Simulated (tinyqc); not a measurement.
What each parameter does: nanosheet or nanowire with hard walls, valleys of the Si type.

Six ellipsoidal valleys along the cube axes: inverse mass tensor w = 1/mt + (1/ml - 1/mt) a a^T with a the unit axis. Device axes: x along the channel, z = [001], y = z x x.

Hard walls around a W x H rectangle. The block w_c of w in (y, z) confines; the transport mass follows from 1/m_x = w_xx - w_xc w_c^-1 w_cx. The cross-section problem c (w_yy ky^2 + 2 w_yz ky kz + w_zz kz^2), c = hbar^2/2m0, is solved in products sin(n pi y/W) sin(l pi z/H), n, l = 1 to 12; if w_yz = 0 the levels are c pi^2 (w_yy n^2/W^2 + w_zz l^2/H^2). The w_yz term couples (n, l) to (n', l') by -2 c w_yz D_nn'(W) D_ll'(H) with D_nm(L) = 4 n m/(L (n^2 - m^2)) for n + m odd and 0 otherwise.

Without degeneracy the line density is N1 exp((EF - Ec)/kB T) with N1 = sum 2 g sqrt(m_x kB T/(4 pi c)) exp(-E/kB T), here over n, l up to 80 where w_yz = 0 and over all levels of a 12 x 12 sine basis otherwise; the classical value is W H Nc with Nc = 2 g_all (m_dos kB T/(4 pi c))^(3/2), m_dos = (ml mt^2)^(1/3); dVt = kB T ln(W H Nc/N1).

Constants: hbar^2/2m0 = 3.80998211 eV angstrom^2; kB = 8.617333262e-05 eV/K.

Inputs chosen for the exercise (near those of Si; not measured data): ml = 0.914 m0 (longitudinal mass); mt = 0.193 m0 (transverse mass); T = 300 K (temperature); g_all = 6 (number of valleys); channel = 110 (transport direction x on a (001) wafer); W = 190 angstrom (width, along y); H = 56 angstrom (height, along z = [001]).

E1 and E2 are the two lowest subband edges over all groups.

One parameter was then changed.

Results before and after:
```
case     E1 (eV)  E2 - E1 (meV)  m_x of lowest (m0)  dVt (mV)
base      0.0185           16.2               0.193      37.7
changed   0.0219           16.2               0.193      43.3
```

Which of these changes was made? (a) T = 350 K; (b) mt = 0.174 m0; (c) ml = 1.005 m0; (d) W = 180 angstrom; (e) H = 50 angstrom.

Answer: (e) H = 50 angstrom. Of the candidates, run in turn, only this one gives the changed row.

All candidates:
```
case              E1 (eV)  E2 - E1 (meV)  m_x of lowest (m0)  dVt (mV)
base               0.0185           16.2               0.193      37.7
W = 180 angstrom   0.0191           18.0               0.193      38.2
H = 50 angstrom    0.0219           16.2               0.193      43.3
T = 350 K          0.0185           16.2               0.193      39.3
ml = 1.005 m0      0.0173           16.2               0.193      37.2
mt = 0.174 m0      0.0191           18.0               0.174      40.0
```

Run: tinyqc, `OMP_NUM_THREADS=1 python tinyqc.py 1282094 1282095 out.jsonl`; Intel(R) Xeon(R) Processor @ 2.30GHz, one thread, shared host; about 0.05 s of CPU time with all checks.
